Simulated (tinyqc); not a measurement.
Longitudinal sound in a periodic multilayer: transfer matrices, stop bands and folded phonons: one step, computed by the program tinyqc.

Layers 1 and 2 repeat with period d = d_1 + d_2; waves travel normal to the layers, without loss. State vector (u, s): displacement u and stress divided by omega. Impedances Z = rho v are in 1e6 kg/(m^2 s).

Question. Impedances, mean velocity and Bragg frequency. Z = rho v; interface reflection r = (Z_2 - Z_1)/(Z_2 + Z_1) (stress amplitude, from 1 into 2); Bragg frequency f_B = 1/[2 (d_1/v_1 + d_2/v_2)]; long-wave velocity v_eff = d/sqrt[(d_1/v_1)^2 + (d_2/v_2)^2 + (Z_1/Z_2 + Z_2/Z_1)(d_1/v_1)(d_2/v_2)].

Inputs (values chosen for the exercise, modelled on silica (layer 1), tungsten (layer 2) and silicon (substrate)):
```
quantity            value    unit
density rho_1         2.2  g/cm^3
velocity v_1         5970     m/s
thickness d_1         799      nm
density rho_2        18.9  g/cm^3
velocity v_2         5270     m/s
thickness d_2         699      nm
substrate density     2.3  g/cm^3
substrate velocity   8350     m/s
```

Give: Z_1; Z_2; Z of the substrate; interface reflection r; Bragg frequency f_B; long-wave velocity v_eff.

Answer.

Z_1 = 13.134

Z_2 = 99.603

Z of the substrate = 19.205

interface reflection r = 0.7670

Bragg frequency f_B = 1.876 GHz

long-wave velocity v_eff = 3607 m/s
